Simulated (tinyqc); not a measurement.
What moves the results: two electrons on one impurity (helium-like model). A value that a table varies takes the place of the one given here.

Units Ha* = 2 Ry m/eps^2 and a* = a0 eps/m. One electron is bound by Z^2/2. Two electrons in the singlet built from exp(-a r) and exp(-b r): S = 8 (ab)^(3/2)/(a + b)^3, h_aa = a^2/2 - Z a, h_bb alike, h_ab = S (ab/2 - Z (a + b)/2), J = ab (a^2 + 3ab + b^2)/(a + b)^3, K = 20 (ab)^3/(a + b)^5, E = (h_aa + h_bb + 2 S h_ab + J + K)/(1 + S^2). For a = b this is a^2 - 2 Z a + 5a/8. Real double donors are deeper, since the central cell is left out.

Constants: e^2/(4 pi eps0) = 14.39964547 eV angstrom.

Parameters, chosen for this exercise (near those of impurities in InP; the results hold for these values, not for the real material): m = 0.078 m0 (one mean mass); eps = 12.7 (dielectric constant); Zs = (0.97, 1.06, 1.18, 1.57, 2.08, 2.79, 3.61) (charges); a_lat = 5.869 angstrom (lattice constant); Eg = 1.424 eV (gap); ED = 6.3 meV (donor binding); EA = 47.9 meV (acceptor binding); W0 = 1.5 x 1e7/s (rate at zero distance); kind = same (sublattices of donor and acceptor); shells = (944, 3380, 4883, 8092, 12068, 14433, 17126) (shell numbers).

## Effective charge

Ha* = 13.1595 meV

Binding of the first electron, of the second (-E - Z^2/2) with equal and with unequal orbitals, and U, the first less the second (unequal).

Results (meV):

| Z | first | second, equal | second, unequal | a/b | U | U/(Z Ha*) |
|---|---|---|---|---|---|---|
| 0.97 | 6.2 | -0.50 | 0.06 | 4.09 | 6.1 | 0.481 |
| 1.06 | 7.4 | -0.04 | 0.46 | 3.19 | 6.9 | 0.497 |
| 1.18 | 9.2 | 0.74 | 1.20 | 2.70 | 8.0 | 0.513 |
| 1.57 | 16.2 | 4.59 | 4.99 | 2.09 | 11.2 | 0.544 |
| 2.08 | 28.5 | 12.64 | 13.01 | 1.81 | 15.5 | 0.565 |
| 2.79 | 51.2 | 29.56 | 29.90 | 1.62 | 21.3 | 0.581 |
| 3.61 | 85.7 | 57.34 | 57.68 | 1.51 | 28.1 | 0.591 |

Equal orbitals bind a second electron only above Z = (5/16)/(1 - 1/sqrt2) = 1.067; unequal ones do so in 7 of the 7 rows. Their gain is 0.56 meV in the first row and 0.34 in the last, while the second binding grows to 58 meV, so the gain decides the matter only near Z = 1. U grows almost linearly with Z: U/(Z Ha*) goes from 0.481 to 0.591, towards 5/8, while the first binding grows as Z^2. Angular correlation is left out: at Z = 1 this function binds the second electron by 0.0133 Ha*, half the exact 0.0278.

## Pair lines (donor-acceptor pair recombination)

h nu = Eg - ED - EA + q/(eps R), q = e^2/(4 pi eps0); shell j lies at R = a_lat sqrt(j/2) for the same sublattice and a_lat sqrt(j/2 - 5/16) for opposite ones (on the same sublattice shells 14, 30, 46, 56, 62, ... are empty, where 2j has the form 4^a (8b + 7)); rate W = W0 exp(-2R/aD) with the donor radius aD = q/(2 eps ED). Polarisation and overlap terms, which matter for close pairs, are left out.

Energy, rate and lifetime for each shell.

Lines:

| shell | R (angstrom) | Coulomb (meV) | h nu (eV) | step to the next shell (meV) | 1/W (microsecond) |
|---|---|---|---|---|---|
| 944 | 127.51 | 8.9 | 1.3787 | 0.0047 | 1.13 |
| 3380 | 241.27 | 4.7 | 1.3745 | 0.00070 | 14.2 |
| 4883 | 290.00 | 3.9 | 1.3737 | 0.00040 | 42.0 |
| 8092 | 373.32 | 3.0 | 1.3728 | 0.00019 | 267 |
| 12068 | 455.90 | 2.5 | 1.3723 | 0.00010 | 1.68e+03 |
| 14433 | 498.57 | 2.3 | 1.3721 | 7.9e-05 | 4.33e+03 |
| 17126 | 543.10 | 2.1 | 1.3719 | 6.1e-05 | 1.16e+04 |

limit for distant pairs = 1.3698 eV
aD = 90.0 angstrom

The lines crowd together, on average as R^-3: the step falls from 0.0047 to 6.1e-05 meV, so distant pairs merge into a band. Close pairs emit higher and 1.03e+04 times faster over this table, so the band shifts to lower energy with delay and to higher energy with stronger pumping. All these lines lie below Eg, and R/aD runs from 1.4 up.

Program tinyqc; command `OMP_NUM_THREADS=1 python tinyqc.py 1282604 1282605 out.jsonl`; about 0.02 s on one thread of a shared Intel(R) Xeon(R) Processor @ 2.30GHz.
